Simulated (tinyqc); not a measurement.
Standing waves and exposure in a photoresist film: one step. Round trip and reflectance.

Normal incidence from air. Unexposed resist: N1 = n1 + i k1 with k1 = (A + B) lam/(4 pi), lam in micrometres. r01 = (1 - N1)/(1 + N1), t01 = 2/(1 + N1). Substrate Ns = ns + i ks: r12 = (N1 - Ns)/(N1 + Ns). With p = exp(2 pi i N1 d/lam), the field at depth z is E(z) = t01 [exp(2 pi i N1 z/lam) + r12 p^2 exp(-2 pi i N1 z/lam)]/(1 + r01 r12 p^2), the relative intensity I(z) = n1 |E(z)|^2 and the reflectance R = |(r01 + r12 p^2)/(1 + r01 r12 p^2)|^2.

Inputs chosen for the exercise (out of a larger set: a resist on Al, indices near tabulated ones; not measured data): d = 697 nm (resist thickness); lam = 365 nm (vacuum wavelength).

N1 = 1.7030000+0.0124897i
r01 = -0.260097-0.003419i
r12 = -0.708408-0.614777i

Problem. Form p^2, the denominator and R; the period of the standing wave is lam/(2 n1).

Give: p^2; 1 + r01 r12 p^2; R; period.

Solution.

p^2 = -0.7408-0.0189i
1 + r01 r12 p^2 = 0.8681-0.1237i
R = 0.3650
period = 107.16 nm

The film holds 6.50 periods.

Run: tinyqc, `OMP_NUM_THREADS=1 python tinyqc.py 1651406 1651407 out.jsonl`; Intel(R) Xeon(R) Processor @ 2.30GHz, one thread, shared host; about 0.01 s of CPU time with all checks.
